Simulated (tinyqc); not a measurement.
From results back to parameters: carrier statistics of a doped semiconductor with parabolic bands. Three cases, with inputs chosen for the exercise.

Problem. With Boltzmann statistics and no minority carriers, n (n + NA)/(ND - NA - n) = K(T) = (N(T)/2) exp(-E/kB T), E the ionisation energy of the majority dopant and N = 2 (m kB T/(4 pi c))^(3/2) with c = hbar^2/2m0, in 1/angstrom^3; times 1e24 for 1/cm^3, m = m_d. The density below was computed from a hidden E.

Constants: hbar^2/2m0 = 3.80998211 eV angstrom^2; kB = 8.617333262e-05 eV/K.

Case 1.

Values chosen (near those of GaP; shifted at random, so the results belong to these values and not to a real crystal): ND = 9.2e+15 1/cm^3 (donors); NA = 5.4e+12 1/cm^3 (acceptors); m_d = 1.04 m0 (density-of-states mass of the majority band); Ta = 89 K.

n(Ta) = 5.0277e+14 1/cm^3

Case 2.

Values chosen (near those of GaP; shifted at random, so the results belong to these values and not to a real crystal): ND = 1.4e+18 1/cm^3 (donors); NA = 1.1e+12 1/cm^3 (acceptors); m_d = 1.031 m0 (density-of-states mass of the majority band); Ta = 116 K.

n(Ta) = 2.4787e+16 1/cm^3

Case 3.

Values chosen (near those of SiC; shifted at random, so the results belong to these values and not to a real crystal): ND = 3.2e+18 1/cm^3 (donors); NA = 4.1e+12 1/cm^3 (acceptors); m_d = 0.825 m0 (density-of-states mass of the majority band); Ta = 60 K.

n(Ta) = 6.1222e+15 1/cm^3

Find: K(Ta); E.

Solution. The left side gives K; then E = kB T ln(N/(2 K)).

Case 1.

K(Ta) = 2.94e+13 1/cm^3
E = 0.0859 eV

Case 2.

K(Ta) = 4.47e+14 1/cm^3
E = 0.0886 eV

Case 3.

K(Ta) = 1.17e+13 1/cm^3
E = 0.0578 eV

Computed by tinyqc, one run a case: `OMP_NUM_THREADS=1 python tinyqc.py N N+1 out.jsonl` with N = 1680681, 1680718, 1681188; one thread of a shared Intel(R) Xeon(R) Processor @ 2.30GHz, about 0.01 s a run at most.
